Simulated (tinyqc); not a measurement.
Small-signal admittance of a forward-biased p+-n diode: one step of the calculation.

Holes injected into a neutral base of width wb with an ohmic contact at its end; low injection, p0 far above the equilibrium density. A small voltage v exp(i w t), w = 2 pi f, modulates the edge density by p0 v/Vt, and the small-signal density obeys Dp d2p/dx2 = (1/tau + i w) p.

Problem. The same by finite differences. 7 equal intervals, h = wb/7; u = small-signal density over its edge value, u_0 = 1, u_7 = 0; u_(i-1) + b u_i + u_(i+1) = 0 with b = -2 - h^2 (1/tau + i w)/Dp; Y = (q Dp p0/(Vt h)) (-b/2 - u_1), which includes the half box at the edge.

Inputs (values chosen for the exercise); permittivity close to that of 4H silicon carbide:
```
symbol,value,unit,meaning
T,300,K,temperature
Dp,1.6,cm^2/s,hole diffusion coefficient
tau,2e-7,s,hole lifetime
wb,7.4,um,width of the neutral base
p0,1.8e14,cm^-3,excess hole density at the junction edge
f,8.8e5,Hz,signal frequency
```

Constants: q = 1.602176634e-19 C, kB = 1.380649e-23 J/K, Vt = kB T/q. Results are converted to the units shown.

Wanted: b; u; Y on the mesh.

Solution.

b = -2.035-0.039i
u, node 1 to 6: [0.7932-0.0547i, 0.6162-0.0807i, 0.4639-0.0857i, 0.3311-0.0757i, 0.2127-0.0557i, 0.1040-0.0293i]
Y on the mesh = 3.786+1.250i S/cm^2

Numbers from tinyqc (`OMP_NUM_THREADS=1 python tinyqc.py 2890228 2890229 out.jsonl`; about 0.01 s on one thread of a shared Intel Xeon 2.30GHz).
